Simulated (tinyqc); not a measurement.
Angle of incidence: thin-film optics by transfer matrices.

Indices N = n + i k. Snell: N0 sin(theta) = N_j sin(theta_j), with Im(N_j cos theta_j) >= 0. Admittance y_j = N_j cos theta_j for s and N_j/cos theta_j for p. Phase delta_j = 2 pi N_j cos theta_j d_j/lambda. Layer matrix [[cos delta, -i sin delta/y], [-i y sin delta, cos delta]], multiplied from the top down to M. (B, C) = M (1, y_sub); r = (y0 B - C)/(y0 B + C), R = |r|^2, T = 4 Re y0 Re y_sub/|y0 B + C|^2, absorbed in the films 1 - R - T.

Ellipsometry: rho = tan(Psi) exp(i Delta) = -conj(r_p/r_s) with the r of the admittance formula, Delta in 0 to 360 degrees, so that a bare dielectric at small angles gives Delta = 180.

Parameters, chosen for this exercise (indices near those of HfO2, SiO2 on Cu; the results hold for these values, not for the real material): lam = 365 nm (vacuum wavelength); n0 = 1 (ambient index); n = (2.191, 1.497, 1.271) (n of HfO2, SiO2, substrate); k = (0, 0, 2.044) (k in the same order); d = (2.1, 12.2) nm (thicknesses, top first).

Both polarisations.

Stack:

| theta (degrees) | R_s | R_p | Psi | Delta |
|---|---|---|---|---|
| 0 | 0.3254 | 0.3254 | 45.00 | 180.00 |
| 15 | 0.3378 | 0.3172 | 44.10 | 175.85 |
| 30 | 0.3770 | 0.2958 | 41.53 | 162.86 |
| 45 | 0.4497 | 0.2731 | 37.93 | 139.22 |
| 55 | 0.5220 | 0.2725 | 35.85 | 116.15 |
| 60 | 0.5670 | 0.2840 | 35.29 | 102.23 |
| 65 | 0.6186 | 0.3093 | 35.26 | 86.86 |
| 70 | 0.6777 | 0.3556 | 35.92 | 70.33 |
| 75 | 0.7448 | 0.4327 | 37.32 | 53.05 |
| 80 | 0.8205 | 0.5542 | 39.42 | 35.42 |
| 85 | 0.9054 | 0.7372 | 42.06 | 17.71 |

R_s and R_p agree at normal incidence (0.3254). R_p is lowest at 55 degrees of those listed (0.2725), where R_s = 0.5220: the two are within a factor 2 of each other, so the minimum selects polarisation poorly. R_s rises steadily with the angle.

tinyqc: `OMP_NUM_THREADS=1 python tinyqc.py 1681180 1681181 out.jsonl`; about 0.01 s, one thread, shared Intel(R) Xeon(R) Processor @ 2.30GHz.
